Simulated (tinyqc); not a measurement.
X-ray reflectivity of a thin film on silicon: critical angles, Parratt recursion, fringes and roughness: one step, computed by the program tinyqc.

n = 1 - delta + i beta; the classical electron radius is r_e = 2.8179403e-6 nm. Layer 0 is vacuum, 1 the film, 2 the substrate.

Question. Optical constants. delta = r_e lambda^2 rho_e/(2 pi), rho_e = density x electrons per mass x N_A; critical angle sqrt(2 delta), q_c = 4 sqrt(pi r_e rho_e).

Inputs (values chosen for the exercise, modelled on TiN on silicon, copper K-alpha radiation): wavelength lambda = 0.15406 nm; film density rho = 5.46 g/cm^3; effective electrons per unit mass, film = 0.472 mol/g; beta/delta, film = 0.075; substrate density = 2.33 g/cm^3; effective electrons per unit mass, substrate = 0.507 mol/g; beta/delta, substrate = 0.023.

Constants: N_A = 6.02214076e+23 1/mol.

Give: the table «Constants» with the columns rho_e (1/nm^3), delta, beta, critical angle (degrees), q_c (1/nm), for layer = film, substrate.

Answer.

Constants:
```
layer      rho_e (1/nm^3)       delta        beta  critical angle (degrees)  q_c (1/nm)
film               1552.0  1.6520e-05  1.2390e-06                   0.32934     0.46886
substrate           711.4  7.5726e-06  1.7417e-07                   0.22298     0.31744
```
